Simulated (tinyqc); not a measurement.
Worked calculation: tight binding, dimerised chain. One step of it, computed by the program tinyqc.

Task: Open chain of 4 cells. The same hoppings without the wrap-around bond.

H of the open chain (eV):
```
           1          2          3          4          5          6          7          8
1   0.000000  -1.850000   0.000000   0.000000   0.000000   0.000000   0.000000   0.000000
2  -1.850000   0.000000  -1.510000   0.000000   0.000000   0.000000   0.000000   0.000000
3   0.000000  -1.510000   0.000000  -1.850000   0.000000   0.000000   0.000000   0.000000
4   0.000000   0.000000  -1.850000   0.000000  -1.510000   0.000000   0.000000   0.000000
5   0.000000   0.000000   0.000000  -1.510000   0.000000  -1.850000   0.000000   0.000000
6   0.000000   0.000000   0.000000   0.000000  -1.850000   0.000000  -1.510000   0.000000
7   0.000000   0.000000   0.000000   0.000000   0.000000  -1.510000   0.000000  -1.850000
8   0.000000   0.000000   0.000000   0.000000   0.000000   0.000000  -1.850000   0.000000
```

Give: levels; weights of the highest filled level on the sites.

Result:

levels (eV): -3.1641  -2.6027  -1.7578  -0.8092  0.8092  1.7578  2.6027  3.1641

weights of the highest filled level on the sites: 0.1787  0.0342  0.1754  0.1116  0.1116  0.1754  0.0342  0.1787

The bulk gap runs from -0.3400 to 0.3400 eV; no level of this chain lies inside it.
